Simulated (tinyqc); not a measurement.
Worked calculation: scattering rates of a carrier in a spherical band by Fermi's golden rule. Computed by tinyqc, a small Python program that keeps every step. Command: `OMP_NUM_THREADS=1 python tinyqc.py 3025852 3025853 out.jsonl scatter walk`. One thread of a shared host (Intel(R) Xeon(R) Processor @ 2.30GHz), about 0.01 s of CPU time with the checks. Intermediate numbers are printed to about 6 digits and carried at full precision; extremes and crossings named in words are read from the listed rows.

All processes here are isotropic or elastic, and the rate listed is the momentum relaxation rate.

Inputs (values chosen for the exercise, modelled on electrons in silicon): density-of-states mass of one valley m = 0.318 m_0; non-parabolicity alpha = 0.45 1/eV; static permittivity eps_s = 11.7; density rho = 2329 kg/m^3; sound velocity v_l = 8790 m/s; acoustic deformation potential D_A = 9 eV; phonon energy hbar w = 57.3 meV; optical or intervalley deformation potential D_o = 5.1 1e8 eV/cm; final valleys Z_f = 5; ionised impurity density N_I = 1.2e+17 1/cm^3; temperature T = 400 K; carrier energy E = 31 meV; alloy fraction x = 0.23; alloy potential U = 0.79 eV; lattice constant a = 5.42 angstrom.

Crystal: non-polar. Band: Kane. Impurity formula: Brooks-Herring. Further scattering: alloy.

Constants: m_0 = 9.1093837015e-31 kg; e = 1.602176634e-19 C; hbar = 1.054571817e-34 J s; k_B = 8.617333262e-05 eV/K; eps_0 = 8.8541878128e-12 F/m; k_B = 1.380649e-23 J/K; hbar = 6.582119569e-16 eV s.

## The band at energy E

Kane band: hbar^2 k^2/(2 m) = E (1 + alpha E), speed v = hbar k/(m (1 + 2 alpha E)), states per spin, volume and energy g(E) = m k (1 + 2 alpha E)/(2 pi^2 hbar^2); overlap factors are set to 1. Masses are multiplied by m_0 and all formulas are in SI units.

wave number k = 0.512202 1/nm

speed v = 181405 m/s

g(E) = 1.11311e+20 1/(eV cm^3)

Non-parabolicity raises g(E) by a factor 1.035 and changes the speed by a factor 0.980 against a parabolic band at the same E.

## Phonon occupation and screening length

Phonon occupation N_q = 1/(exp(hbar w/(k_B T)) - 1). Debye screening by free carriers of density N_I: L_s = sqrt(eps_s eps_0 k_B T/(e^2 N_I)).

N_q = 0.234100

screening length L_s = 13.6282 nm

Above the threshold emission is favoured over absorption by (N_q + 1)/N_q = exp(hbar w/k_B T) = 5.27, apart from the density of final states.

## Acoustic phonons

Acoustic deformation potential (elastic, equipartition, absorption and emission together): 1/tau = 2 pi k_B T D_A^2 g(E)/(hbar rho v_l^2).

acoustic rate = 2.64138e+12 1/s

## Optical or intervalley phonons

Optical or intervalley deformation potential: 1/tau = (pi Z_f D_o^2/(rho w)) [N_q g(E + hbar w) + (N_q + 1) g(E - hbar w)], with g = 0 below the band edge.

absorption rate = 1.50995e+12 1/s

emission rate = 0 1/s

E lies below hbar w, so emission is forbidden.

## Ionised impurities

Singly charged impurities, momentum relaxation: 1/tau = N_I e^4 m (1 + 2 alpha E) Phi/(8 pi (eps_s eps_0)^2 hbar^3 k^3), with alpha = 0 for a parabolic band. Brooks-Herring: Phi = ln(1 + b) - b/(1 + b), b = 4 k^2 L_s^2.

b = 194.903

ionised-impurity rate = 2.37219e+12 1/s

Caution: k times the effective Bohr radius is below 1, so the Born approximation behind the Brooks-Herring rate is rough.

## All rates at E

Alloy disorder: 1/tau = (2 pi/hbar) Omega x (1 - x) U^2 g(E), Omega = a^3/4 (other conventions for Omega rescale U). Rates add: 1/tau_m is the sum, and the mean free path is v tau_m.

Momentum relaxation rates:
```
process              rate (1/s)  share (%)
acoustic            2.64138e+12    23.5874
optical absorption  1.50995e+12    13.4838
optical emission              0          0
ionised impurity    2.37219e+12    21.1834
alloy               4.67478e+12    41.7454
```

momentum relaxation time tau_m = 89.2992 fs

mean free path = 16.1994 nm

The largest rate is alloy (42 %), then acoustic (24 %).

## Rates against energy

The formulas are those given above.

Momentum relaxation rates (1e12/s) and the total time:
```
E (meV)  acoustic  optical absorption  optical emission  ionised impurity    alloy  tau_m (fs)
5.7        1.1013             1.24166            0.0000       1.83265e+01   1.9491     44.2115
14.0       1.7420             1.33268            0.0000       6.35127e+00   3.0831     79.9419
29.0       2.5492             1.48962            0.0000       2.57975e+00   4.5115     89.8467
52.0       3.5001             1.71710            0.0000       1.23037e+00   6.1945     79.1007
63.0       3.8984             1.82195            1.8492       9.62293e-01   6.8994     64.8037
86.0       4.6673             2.03557            4.2566       6.44761e-01   8.2602     50.3412
130.0      6.0057             2.43112            7.1046       3.77937e-01  10.6290     37.6671
200.0      7.9855             3.04635           10.7019       2.16211e-01  14.1329     27.7140
340.0     11.8519             4.28894           17.2334       1.08600e-01  20.9758     18.3625
570.0     18.5588             6.47793           28.2519       5.54633e-02  32.8457     11.6023
```

The largest rate is ionised impurity from 5.70 to 14.0, alloy from 29.0 to 570 meV. Crossing hbar w = 57.3 meV opens emission: tau_m goes from 79.1 to 64.8 fs between the two rows around it. The impurity rate goes between the last rows as E^-1.30; the acoustic rate follows g(E) and grows by a factor 16.9 over the table (10.0 for a parabolic band). At 5.7, 14 meV hbar/tau exceeds E/2, so the golden rule loses its meaning there.

Checks made by the program: Brooks-Herring rate against the angular integral of the screened Coulomb matrix element (relative difference below 1e-10).
